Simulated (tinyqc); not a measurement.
Floating body of a partially depleted SOI transistor: body voltage and kink: output curve and kink.

Source at 0 V. Channel current Ic = 2 nf K Vt^2 [F(0) - F(Vd)](1 + la Vd), F(V) = ln^2(1 + exp((Vg - VT - nf V)/(2 nf Vt))), VT = VT0 - gb Vb. Saturation voltage Vs = 2 Vt sqrt(F(0)) + 3 Vt, excess Ve = (Vd - Vs + sqrt((Vd - Vs)^2 + 0.0004 V^2))/2, multiplication M1 = Ai Ve exp(-Bl/Ve). Each junction passes D(v) = J1 (exp(v/Vt) - 1) + J2 (exp(v/(2 Vt)) - 1). Bipolar current Ib = bb J1 (exp(Vb/Vt) - 1). The body settles where M1 (Ic + Ib) = D(Vb) + D(Vb - Vd) + Vb/Rb; drain current Id = (1 + M1)(Ic + Ib) - D(Vb - Vd).

Rows with more than one solution for Vb (latch) are left out; dId/dVd by a forward difference over 1e-4 V, swing = 1e-4 V over the change of log10 Id; M1 under 1e-12 is printed as 0.

Values chosen for this exercise; values of the order met in partially depleted silicon-on-insulator transistors:
```
symbol    value         unit                                                                                            meaning
T           300            K                                                                                        temperature
VT0        0.46            V                                                                     threshold at zero body voltage
gb         0.24                                                                  fall of the threshold per volt of body voltage
nf          1.2                                                                                                    slope factor
K           330  uA/(V^2 um)                                                                              gain factor per width
la         0.09          1/V                                                                   channel-length modulation factor
Ai         1.02          1/V                                                                        impact-ionisation prefactor
Bl          8.4            V                                                                          impact-ionisation voltage
J1      4.5e-13        uA/um                                                      diffusion saturation current of each junction
J2       7.7e-8        uA/um                                                  recombination saturation current of each junction
bb            3                                                 gain of the lateral bipolar transistor on the diffusion current
Rb          1e9      kohm um  resistance of a weak body tie to the source (1e9 stands for no tie, and the term is then dropped)
Vg         0.47            V                                                                                       gate voltage
```

Constants: q = 1.602176634e-19 C, kB = 1.380649e-23 J/K, Vt = kB T/q. Results are converted to the units shown.

Results:
```
Vd (V)	Vb (V)	M1	Id, floating (uA/um)	Id, grounded (uA/um)	ratio	dId/dVd, floating (uS/um)	dId/dVd, grounded (uS/um)
0.84	0.2039	4.115e-6	0.9282	0.3437	2.701	4.214	0.02880
1	0.3445	3.635e-5	1.660	0.3483	4.765	4.738	0.02904
1.16	0.4462	1.851e-4	2.406	0.3530	6.814	4.495	0.02980
1.48	0.5706	0.001795	3.635	0.3632	10.01	3.159	0.03440
1.64	0.6068	0.004076	4.102	0.3690	11.12	2.725	0.03873
1.8	0.6337	0.008033	4.523	0.3756	12.04	2.591	0.04450
```

Estimate the missing row, Vd = 1.32 V.

Computed row:
```
Vd (V)	Vb (V)	M1	Id, floating (uA/um)	Id, grounded (uA/um)	ratio	dId/dVd, floating (uS/um)	dId/dVd, grounded (uS/um)
1.32	0.5194	6.549e-4	3.077	0.3579	8.596	3.850	0.03148
```

With this row back in the table: Vb rises from 0.204 to 0.634 V and the ratio of the currents rises from 2.70 to 12.0. The output conductance with a floating body exceeds the grounded value by the largest factor among the rows, 163, at Vd = 1 V, where Vb = 0.344 V and M1 = 3.64e-5.

Range of the model: The multiplication law is an empirical form chosen for the exercise; self-heating and capacitive coupling to the body are left out, and the linear laws are rough once Vb passes about 0.7 V or M1 about 0.1.

Computed by the program tinyqc: `OMP_NUM_THREADS=1 python tinyqc.py 2182273 2182274 out.jsonl`, one thread of a shared Intel Xeon 2.30GHz, about 0.2 s for the whole run.
